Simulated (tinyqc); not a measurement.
# Junction field-effect transistor with two gates, gradual channel with velocity saturation: several studies

A uniformly doped n-type channel, depleted from both sides by p+ gates; at channel potential V the depleted share of a is u = sqrt((Vbi - Vg + V)/Vp), s at the source. Electrons drift with v = mu E/(1 + mu E/vsat). Abrupt depletion edge, no series resistance, source at 0.

Parameters, values chosen for the exercise; material values close to those of gallium arsenide: temperature T = 250 K; relative permittivity of the semiconductor eps_r = 12.8; conduction-band density of states at T Nc = 3.3e17 cm^-3; band gap Eg = 1.43 eV; valence-band density of states at T Nv = 6.78e18 cm^-3; donor density of the channel Nd = 1.1e17 cm^-3; half the channel thickness a = 210 nm; low-field mobility at this doping mu = 4400 cm^2/(V s); saturation velocity vsat = 1.1e7 cm/s; gate length L = 1 um; gate width W = 100 um; acceptor density of the gates Na = 4.1e18 cm^-3; gate voltage Vg = 0 V.

Constants: q = 1.602176634e-19 C, kB = 1.380649e-23 J/K, Vt = kB T/q, eps0 = 8.8541878128e-14 F/cm where lengths are in cm. Results are converted to the units shown.

Each table varies one quantity; the others keep the values above.

## Effect of the gate voltage on saturation

ni = sqrt(Nc Nv) exp(-Eg/(2 Vt)), Eg in volts; Vbi = Vt ln(Na Nd/ni^2); Vp = q Nd a^2/(2 eps0 eps_r); G0 = 2 q mu Nd a W/L; Z = mu Vp/(vsat L); s = sqrt((Vbi - Vg)/Vp). I = (G0 Vp/3) F/(1 + Z (u^2 - s^2)), F = 3 (u^2 - s^2) - 2 (u^3 - s^3), with u at V = Vd; Z = 0 gives constant mobility, for which u stops at 1. The current peaks at u = um, the root of (1 - u)(1 + Z (u^2 - s^2)) = Z F/3; beyond Vdsat = Vp (um^2 - s^2) it is held at that value. gm = G0 (um - s)/(1 + Z (um^2 - s^2)).

The same in every row: Z = 13.72.

Effect of the gate voltage on saturation:
```
Vg (V)	um	Vdsat (V)	Isat (mA)	Isat for Z = 0 (mA)	gm (mS)
-1.7	0.9845	0.2277	1.265	2.684	5.850
-1.42	0.9614	0.3535	3.147	9.220	7.448
-1.13	0.9327	0.4576	5.477	20.33	8.575
-0.85	0.9016	0.5420	8.009	35.47	9.498
-0.57	0.8674	0.6146	10.79	55.21	10.39
-0.28	0.8287	0.6795	13.95	80.86	11.36
0	0.7879	0.7330	17.27	111.1	12.42
```

What does the table show?

As Vg goes from -1.7 to 0 V, Vdsat rises from 0.228 to 0.733 V, Isat rises from 1.26 to 17.3 mA and gm rises from 5.85 to 12.4 mS. Isat is 0.471 of the constant-mobility value in the first row and 0.156 in the last. For Vg = -1.7 to -1.42 V the open channel at the source, (1 - s) a, is under two Debye lengths, so the abrupt edge is rough. In every row Nd is not small against Nc, so the Boltzmann form of Vbi is rough.

## Effect of the donor density of the channel on saturation

Same model as above.

Effect of the donor density of the channel on saturation:
```
Nd (cm^-3)	Z	um	Vdsat (V)	Isat (mA)	Isat for Z = 0 (mA)	gm (mS)
5.5e16	6.858	0.9683	0.2268	1.292	2.740	6.054
7.4e16	9.227	0.8941	0.4570	5.801	21.67	9.194
1e17	12.47	0.8132	0.6678	13.83	78.97	11.66
1.3e17	16.21	0.7445	0.8472	24.58	192.4	13.76
1.8e17	22.44	0.6646	1.073	44.68	497.5	16.53
2.4e17	29.92	0.5998	1.279	71.10	1059	19.21
3.3e17	41.15	0.5344	1.519	113.7	2307	22.51
```

Read the table: what changes, and by how much?

As Nd goes from 5.5e16 to 3.3e17 cm^-3, Vdsat rises from 0.227 to 1.52 V, Isat rises from 1.29 to 114 mA and gm rises from 6.05 to 22.5 mS. Isat is 0.472 of the constant-mobility value in the first row and 0.0493 in the last. At Nd = 5.5e16 cm^-3 the open channel at the source, (1 - s) a, is under two Debye lengths, so the abrupt edge is rough. For Nd = 1e17 to 3.3e17 cm^-3 Nd is not small against Nc, so the Boltzmann form of Vbi is rough.

## Output curve

Same model as above.

Output curve:
```
Vd (V)	u (at most 1)	I for Z = 0 (mA)	I (mA)
0.1	0.6604	11.42	8.160
0.38	0.7196	39.65	15.74
0.65	0.7724	61.97	17.21
0.92	0.8218	79.79	17.27
1.2	0.8700	93.82	17.27
1.47	0.9142	103.3	17.27
1.75	0.9578	109.1	17.27
2.02	0.9980	111.0	17.27
2.3	1.000	111.1	17.27
```

With constant mobility the current rises from 11.4 to 111 mA and saturates at pinch-off, Vd = 2.03 V; with Z = 13.7 it saturates at 0.733 V and 17.3 mA. The two differ by 29 % in the first row and 84 % in the last. In every row Nd is not small against Nc, so the Boltzmann form of Vbi is rough.

Computed by the program tinyqc: `OMP_NUM_THREADS=1 python tinyqc.py 2500148 2500149 out.jsonl`, one thread of a shared Intel Xeon 2.30GHz, about 0.1 s for the whole run.
